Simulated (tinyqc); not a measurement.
Non-radiative capture by multiphonon emission, one effective mode: one step, computed by the program tinyqc.

The initial state (free carrier plus empty centre) lies dE above the final state; both have the same frequency and are displaced by dQ.

Task: Geometry of the two curves. dQ = sqrt(2 S (hbar^2/u)/hbar omega); relaxation energy lambda = S hbar omega; phonons needed P = dE/hbar omega; classical barrier E_b = (dE - lambda)^2/(4 lambda); occupation n = 1/(exp(hbar omega/k_B T) - 1).

Inputs (values chosen for the exercise, with mass, screening and phonons like those of GaAs):
```
quantity                  value  unit
energy released dE        0.249    eV
phonon energy hbar omega   31.1   meV
Huang-Rhys factor S        1.48     -
temperature T               120     K
```

Centre: attractive.

Constants: hbar^2/u = 4.18015928e-03 eV angstrom^2; k_B = 8.617333262e-05 eV/K.

Give: dQ; lambda; P; classical barrier E_b; occupation n.

Result:

dQ = 0.6308 u^(1/2) angstrom

lambda = 0.046028 eV

P = 8.006

classical barrier E_b = 0.2238 eV

occupation n = 0.05198

dE exceeds lambda: the inverted case usual for deep centres, in which the curves cross on the far side of the initial minimum.
